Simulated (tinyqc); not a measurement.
Current crowding under a contact, resistor ladder against the transmission-line model: one step of the calculation.

A metal contact of length d and width W on a thin layer of the same width. The metal has no resistance, the sheet resistance under it equals Rsh, and current enters the layer at the front edge x = 0.

Problem. The transmission-line result. Transfer length Lt = sqrt(rc/Rsh); front resistance Rc = (Rsh Lt/W) coth(d/Lt); end resistance Re = (Rsh Lt/W)/sinh(d/Lt). v(x) = I (Rsh Lt/W) cosh((d - x)/Lt)/sinh(d/Lt) at the cell centres x = (i - 1/2) d/n.

Parameters, values chosen for the exercise: sheet resistance of the semiconductor layer Rsh = 210 ohm/sq; specific contact resistivity rc = 1.2e-7 ohm cm^2; contact length d = 0.13 um; contact width W = 12 um; cells n = 6; current I = 1 mA.

Wanted: Lt; Rc; Re; v(x).

Solution.

Lt = 0.2390 um
Rc = 8.436 ohm
Re = 7.326 ohm
v(x), cell 1 to 6 (mV): 8.255  7.944  7.698  7.515  7.394  7.333

The ladder's Rc is 0.13 % above this value, with cells 0.091 Lt long.

tinyqc, about 0.01 s, one thread, Intel Xeon 2.30GHz (shared host): `OMP_NUM_THREADS=1 python tinyqc.py 2760032 2760033 out.jsonl`
